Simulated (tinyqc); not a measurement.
Single-oscillator infrared dielectric function of a polar cubic crystal. Changing the Born charge Z*. Computed by tinyqc, a small Python program. Command: `OMP_NUM_THREADS=1 python tinyqc.py 3000916 3000917 out.jsonl infrared sweep`. One thread of a shared host (Intel(R) Xeon(R) Processor @ 2.30GHz), about 0.01 s of CPU time with the checks.

One ion pair, charges +Z* and -Z*, in a cell of volume Omega = a^3/4. Frequencies omega are given as wavenumbers (1/cm); eps_s is the static dielectric constant.

Inputs (values chosen for the exercise, for a model crystal):

| quantity | value | unit |
|---|---|---|
| lattice constant a | 4.15 | angstrom |
| mass M_A | 23.5 | u |
| mass M_B | 107 | u |
| omega_TO | 524 | 1/cm |
| eps_inf | 11.5 | - |
| phonon damping gamma | 4.9 | 1/cm |
| probe frequency / omega_TO | 0.616 | - |

Structure: zinc blende. Free carriers: absent.

Constants: nu for 1 eV/(angstrom^2 u) = 15.6333042 THz; 1 THz = 33.35640952 1/cm; e^2/(4 pi eps_0) = 14.39964548 eV angstrom.

Method:
- mu = M_A M_B/(M_A + M_B); ionic plasma term W^2 = 4 pi Z*^2 (e^2/(4 pi eps_0))/(Omega mu) in eV/(angstrom^2 u), turned into 1/cm by W = 15.6333042 x 33.35640952 x sqrt(W^2); omega_LO^2 = omega_TO^2 + W^2/eps_inf; eps_s = eps_inf + W^2/omega_TO^2; Szigeti charge 3 Z*/(eps_inf + 2); longitudinal (Callen) charge Z*/eps_inf.
- eps(omega) = eps_inf + W^2/(omega_TO^2 - omega^2 - i gamma omega); n + i k = sqrt(eps) with k >= 0; R = |(n + i k - 1)/(n + i k + 1)|^2 at normal incidence from vacuum.
- omega is the probe ratio times omega_TO. Intensity decays over 1/(4 pi omega k); the loss function is Im(-1/eps).

One run for each value:

| Born charge Z* (e) | omega_LO (1/cm) | eps_s | Szigeti charge (e) | reflectivity R |
|---|---|---|---|---|
| 0.29 | 525.00 | 11.544 | 0.06444 | 0.29770 |
| 0.50 | 526.96 | 11.630 | 0.11111 | 0.29999 |
| 0.71 | 529.94 | 11.762 | 0.15778 | 0.30345 |
| 0.91 | 533.73 | 11.931 | 0.20222 | 0.30777 |
| 1.10 | 538.16 | 12.130 | 0.24444 | 0.31275 |
| 1.30 | 543.67 | 12.380 | 0.28889 | 0.31884 |
| 1.50 | 550.04 | 12.671 | 0.33333 | 0.32571 |
| 1.70 | 557.22 | 13.004 | 0.37778 | 0.33327 |

What does the table show, and why?

Over the rows, omega_LO (1/cm) rises from 525 to 557 (exponent d ln y / d ln x 0.0068 between the first rows and 0.10 between the last); eps_s rises from 11.5 to 13.0 (exponent d ln y / d ln x 0.014 between the first rows and 0.21 between the last); Szigeti charge (e) rises from 0.0644 to 0.378 (exponent d ln y / d ln x about 1.0 throughout). The exponent of Szigeti charge stays at 1: it is proportional to Z*. The charge enters as Z*^2: eps_s - eps_inf grows by a factor 34.4 = (1.7/0.29)^2, and omega_LO^2 - omega_TO^2 by the same factor, while omega_TO is held fixed.
